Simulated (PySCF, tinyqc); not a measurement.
RHF in the sto-3g basis, for H3-, spin multiplicity 1, step by step. The basis has no diffuse functions, so it cannot describe the extra electron: this is an exercise in the method, not the real anion. The lowest restricted solution is unstable here: a spin-polarised one lies 0.2031 hartree lower (PySCF). One step of it, computed by the program tinyqc.

Problem. Iteration 3 (converged): orbitals. Diagonalise F' = X^T F X, C = X C', fill 2 alpha and 2 beta electrons from the bottom; D = 2 C_occ C_occ^T. Each column has its largest component positive (the first on a tie).

Fock matrix F (hartree):
```
           1H 1s      2H 1s      3H 1s
1H 1s   0.181951  -0.219633  -0.080221
2H 1s  -0.219633   0.181951  -0.080221
3H 1s  -0.080221  -0.080221   0.297402
```

X:
```
               1          2         3
1H 1s   0.813916  -0.469850  0.472941
2H 1s  -0.813916  -0.469850  0.472941
3H 1s   0.000000   0.939798  0.472892
```

Give: F' = X^T F X; orbital energies; coefficients C; D after iteration 3.

Solution.

F' = X^T F X (hartree):
```
        1       2        3
1  0.5321  0.0000   0.0000
2  0.0000  0.3877   0.1133
3  0.0000  0.1133  -0.0221
```

orbital energies (hartree): MO1 -0.0513, MO2 0.4169, MO3 0.5321

coefficients C:
```
          MO1      MO2      MO3
1H 1s  0.5753  -0.3368   0.8139
2H 1s  0.5753  -0.3368  -0.8139
3H 1s  0.2232   1.0281   0.0000
```

D after iteration 3:
```
         1H 1s    2H 1s    3H 1s
1H 1s   0.8889   0.8889  -0.4358
2H 1s   0.8889   0.8889  -0.4358
3H 1s  -0.4358  -0.4358   2.2137
```
